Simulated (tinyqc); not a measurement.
# Random telegraph noise from one oxide trap in a small MOSFET: what changes with what

An acceptor-like trap exchanges electrons with the channel. Inversion charge Q = Cox u, u = n Vt W0(exp((Vg - VT)/(n Vt))), W0 the Lambert function, n = nf, Cox = eps0 eox/tox; linear regime Id = (W/L) mu Q Vd. Relative to threshold the surface potential rises by Vt ln(u/u0) and the oxide voltage by the rest of Vg - VT, with u0 = n Vt W0(1).

Parameters, values chosen for the exercise; values of the order met in silicon transistors: temperature T = 350 K; relative permittivity of the gate insulator (close to zirconium oxide) eox = 25.3; insulator thickness tox = 6.3 nm; depth of the trap from the channel interface xt = 0.76 nm; trap level above the channel Fermi level at threshold E0 = -0.04 eV; capture prefactor s0 = 3e-16 cm^2; capture barrier (lattice relaxation) EB = 0.21 eV; tunnelling decay length lt = 0.14 nm; thermal velocity vth = 1.4e7 cm/s; thickness of the inversion layer zi = 1.7 nm; threshold voltage VT = 0.3 V; body factor nf = 1.33; gate width W = 87 nm; gate length L = 29 nm; mobility mu = 230 cm^2/(V s); scattering coefficient of the charged trap asc = 3.9e-16 V s; drain voltage Vd = 0.02 V; gate voltage Vg = 0.29 V.

Constants: q = 1.602176634e-19 C, kB = 1.380649e-23 J/K, Vt = kB T/q, eps0 = 8.8541878128e-14 F/cm where lengths are in cm. Results are converted to the units shown.

Each table varies one quantity; the others keep the values above.

## Time constants and noise against gate voltage

N = Cox u/q; dpsi = Vt ln(u/u0); E = E0 - dpsi - (xt/tox)(Vg - VT - dpsi); capture time tc = 1/[(N/zi) vth s0 exp(-xt/lt - EB/Vt)]; emission time te = tc exp(-E/Vt); occupancy te/(tc + te). A = W L; threshold step dV = q (1 - xt/tox)/(Cox A); gm/Id = 1/(u + n Vt); relative step dI/I = (gm/Id) dV + asc mu/A. fc = (1/tc + 1/te)/(2 pi); rms = (dI/I) sqrt(tc te)/(tc + te).

Time constants and noise against gate voltage:
```
Vg (V),E (eV),tc (s),te (s),occupancy,dI/I (%),fc (Hz),rms dI/I (%)
0,0.1795,0.01938,5.040e-5,0.002594,4.268,3166,0.2171
0.06,0.1327,0.004351,5.351e-5,0.01215,4.261,3011,0.4667
0.12,0.08598,9.835e-4,5.685e-5,0.05464,4.228,2961,0.9609
0.18,0.04004,2.286e-4,6.061e-5,0.2095,4.092,3322,1.665
0.24,-0.003199,5.882e-5,6.540e-5,0.5265,3.656,5139,1.826
0.3,-0.04000,1.930e-5,7.268e-5,0.7902,2.854,1.044e4,1.162
0.36,-0.06846,8.667e-6,8.389e-5,0.9064,2.086,2.026e4,0.6077
0.42,-0.09045,4.970e-6,9.973e-5,0.9525,1.578,3.362e4,0.3356
0.48,-0.1084,3.321e-6,1.208e-4,0.9732,1.267,4.924e4,0.2045
```

tc falls from 0.0194 to 3.32e-6 s as the channel fills and te rises from 5.04e-5 to 1.21e-4 s; they are equal at Vg = 0.235 V, where E = 0. The rms noise goes from 0.217 through a maximum of 1.83 (at Vg = 0.24 V among the rows listed) to 0.205 %. The slope -Vt d ln(tc/te)/dVg is 0.781 between the first two rows and 0.299 between the last two; it tends to xt/tox = 0.121 only when the surface potential stops moving.

## Effect of the depth of the trap from the channel interface

Same model as above.

Effect of the depth of the trap from the channel interface:
```
xt (nm),E (eV),tc (s),te (s),occupancy,dI/I (%),fc (Hz),rms dI/I (%)
0.32,-0.034806,9.8088e-7,3.1103e-6,0.76025,3.2080,2.1343e5,1.3696
0.95,-0.034300,8.8296e-5,2.7532e-4,0.75717,2.9075,2380.6,1.2467
1.57,-0.033802,0.0074002,0.022697,0.75412,2.6118,28.519,1.1246
2.21,-0.033287,0.71547,2.1573,0.75095,2.3065,0.29622,0.99747
2.83,-0.032789,59.965,177.84,0.74784,2.0107,0.0035491,0.87317
3.46,-0.032283,5397.8,15742,0.74466,1.7102,3.9595e-5,0.74574
4.09,-0.031776,4.8590e5,1.3935e6,0.74146,1.4097,4.4176e-7,0.61722
```

Read the table: what changes, and by how much?

As xt goes from 0.32 to 4.09, tc rises from 9.81e-7 to 4.86e5 s, te rises from 3.11e-6 to 1.39e6 s and dI/I falls from 3.21 to 1.41 %. tc grows a decade every lt ln 10 = 0.322 nm of depth; traps spread evenly in depth therefore give corner frequencies spread evenly on a log scale, whose sum is 1/f noise if the traps contribute equal variances.

Range of the model: VT is taken as given; short-channel effects and the uneven flow of current among few electrons are left out.

Numbers from tinyqc (`OMP_NUM_THREADS=1 python tinyqc.py 2710137 2710138 out.jsonl`; about 0.01 s on one thread of a shared Intel Xeon 2.30GHz).
